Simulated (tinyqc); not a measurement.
CMOS latch-up, two-transistor model: two steps of the calculation.

A parasitic pnp (emitter at Vdd, base shunted by Rw) and npn (emitter at ground, base shunted by Rs) feed each other: the npn collector current flows out of the pnp base node, the pnp collector current into the npn base node. Forward-active transistors with constant gains: Icn = Isn exp(Vn/Vt), Icp = Isp (exp(Vp/Vt) - 1). A current Ii is injected into the npn base node.

Parameters, values chosen for the exercise; values close to those of bulk CMOS: temperature T = 300 K; current gain of the npn bn = 17.5; current gain of the pnp bp = 3.7; saturation current of the npn at T Isn = 1.3e-15 A; saturation current of the pnp at T Isp = 9.6e-15 A; substrate resistance shunting the npn Rs = 330 ohm; well resistance shunting the pnp Rw = 1300 ohm; resistance from the pnp collector to the npn base R2 = 81 ohm; base-emitter voltage in the on state Von = 0.74 V; saturation voltage Vsat = 0.12 V; supply voltage Vdd = 1.8 V; current injected into the substrate Ii = 1.34 mA.

Constants: q = 1.602176634e-19 C, kB = 1.380649e-23 J/K, Vt = kB T/q. Results are converted to the units shown.

Problem 1. Holding current and voltage. On state with both base-emitter voltages at Von: npn base current Ib = (Von/Rs + bp Von/Rw)/(bn bp - 1), holding current Ih = (bn + 1) Ib + Von/Rs, holding voltage Vh = Vsat + Von + R2 (Ib + Von/Rs).

Give: bn bp; Ib; Ih; Vh.

Solution 1.

bn bp = 64.750
Ib = 0.068213 mA
Ih = 3.5044 mA
Vh = 1.0472 V

Vh is below Vdd = 1.8 V, so the supply can sustain a latched state.

Problem 2. Response to the injected current, once round the loop per iteration. Icn = Isn exp(Vn/Vt); Vp solves Vp/Rw + Icp/bp = Icn; Vn(new) solves Vn/Rs + (Isn/bn) exp(Vn/Vt) = Icp + Ii.

Vn at the start = 0.53 V

Find: Icn; Vp; Icp; Vn after iteration 1.

Solution 2.

Icn = 0.0010412 mA
Vp = 0.0013536 V
Icp = 5.1605e-13 mA
Vn after iteration 1 = 0.44220 V

tinyqc, about 0.06 s, one thread, Intel Xeon 2.30GHz (shared host): `OMP_NUM_THREADS=1 python tinyqc.py 2670116 2670117 out.jsonl`
